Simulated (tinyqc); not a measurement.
# From shift without recovery dV0 back to stress time t_s

Model: bias-temperature instability from a Gaussian distribution of capture and emission barriers. Computed by tinyqc, a small Python program. Command: `OMP_NUM_THREADS=1 python tinyqc.py 3024521 3024522 out.jsonl bti inv`. One thread of a shared host (Intel(R) Xeon(R) Processor @ 2.30GHz), about 0.03 s of CPU time with the checks.

Each trap has a capture time tau_0 exp(E_c/(k_B T)) under stress and an emission time tau_0 exp(E_e/(k_B T)) after it. E_c is Gaussian, and E_e = E_c + d with d Gaussian and independent. A trap counts as filled once t_s exceeds its capture time and as emptied once t_r exceeds its emission time.

Inputs (values chosen for the exercise, for a model p-channel transistor):
```
quantity                                 value        unit
shift with all traps filled V_max          120          mV
mean capture barrier at zero field mu_c   1.63          eV
spread of capture barriers sigma_c        0.33          eV
lowering of mu_c per field k_F           0.046  eV/(MV/cm)
oxide field F                              7.9       MV/cm
time constant tau_0                      6e-09           s
temperature T                              125           C
```

Constants: k_B = 8.617333262e-05 eV/K.

Method:
- Demarcation energies E_s = k_B T ln(t_s/tau_0), E_r = k_B T ln(t_r/tau_0); mean barrier mu = mu_c - k_F F; z = (E_s - mu)/sigma_c; Phi is the standard normal distribution.
- Temperatures in kelvin are T(C) + 273.15.
- Shift without recovery dV0 = V_max Phi(z); local time exponent n = d ln dV0/d ln t_s = (k_B T/sigma_c) exp(-z^2/2)/(sqrt(2 pi) Phi(z)); apparent activation energy n E_s.

Problem. A run gave the result below. Find the stress time t_s, known to lie between 71 and 140 s.

shift without recovery dV0 = 10.01772 mV

Solution.

Each step takes the trial c = (a f_b - b f_a)/(f_b - f_a), f being the result less the target and a, b, c the logarithms of the listed values; c replaces end b, the old b replaces a if the sign of f changed, and otherwise f_a is halved.

Scan of the range:
```
stress time t_s (s)  shift without recovery dV0 (mV)
71.0                                          9.2201
79.5                                          9.4252
89.0                                          9.6334
99.7                                          9.8463
112.0                                        10.0681
125.0                                        10.2809
140.0                                        10.5040
```

False position (Illinois rule, in the logarithm of the input) inside the bracket:
```
step    end a    end b    trial  shift without recovery dV0 (mV)
1      99.700  112.000  109.082                          10.0174
2     112.000  109.082  109.100                          10.0177
3     112.000  109.100  109.100                          10.0177
4     109.100  109.100  109.100                          10.0177
```

Shift without recovery dV0 rises at every point of a 13-point scan of the range (every second point is shown), so one value fits; it is bracketed by 99.7 and 112. Answer: stress time t_s = 109.1 s.
